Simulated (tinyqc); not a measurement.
## Sheet resistance and contact resistivity from two gaps

Inverse problem. A circular structure with r0 >> Lt has R = (Rsh/2 pi) [Lt (1/r0 + 1/r1) + ln(r1/r0)], r1 = r0 + sp, Lt = sqrt(rc/Rsh). Find Rsh, Lt and rc.

Parameters, values chosen for the exercise: radius of the inner contact r0 = 3.7 um.

R at sp = 0.74 and 3.3 um (ohm): 79.251285  117.08176

Solution. R is linear in Rsh and Rsh Lt, so two gaps give both.

Rsh = 660.0 ohm/sq
Lt = 1.155 um
rc = 8.800e-6 ohm cm^2

tinyqc, about 0.01 s, one thread, Intel Xeon 2.30GHz (shared host): `OMP_NUM_THREADS=1 python tinyqc.py 2760166 2760167 out.jsonl`
